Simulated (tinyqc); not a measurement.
Electron-beam lithography: double-Gaussian proximity function, edge placement and dose correction for parallel lines: one step, computed by the program tinyqc.

Lines are infinitely long. Absorbed energy is counted so that the middle of a very large area written at dose 1 receives 1; the resist develops where it exceeds 1/2.

Problem. Interaction matrix. f(r) = [exp(-r^2/alpha^2)/alpha^2 + eta exp(-r^2/beta^2)/beta^2]/(pi (1 + eta)). A line from a to b at dose d gives E(x) = d [S(alpha) + eta S(beta)]/(1 + eta), S(s) = [erf((b - x)/s) - erf((a - x)/s)]/2. M_ij is the mean of E at the two edges of line i from line j at dose 1.

Inputs (values chosen for the exercise, of the order of those for 30 keV electrons in resist on silicon): forward range alpha = 0.028 micrometre; backscatter range beta = 4.7 micrometre; backscatter ratio eta = 0.83.

Lines (micrometre):
```
line  left edge  right edge  centre
1         0.000       1.900  0.9500
2         3.400       3.442  3.4210
3         5.042       5.109  5.0755
4         5.239       7.239  6.2390
5         8.079       8.124  8.1015
```

Give: M.

Solution.

M:
```
        1       2       3       4       5
1  0.3713  0.0017  0.0017  0.0332  0.0003
2  0.0780  0.2662  0.0032  0.0757  0.0009
3  0.0482  0.0020  0.2767  0.1011  0.0016
4  0.0316  0.0016  0.0033  0.3759  0.0020
5  0.0107  0.0008  0.0024  0.0921  0.2694
```
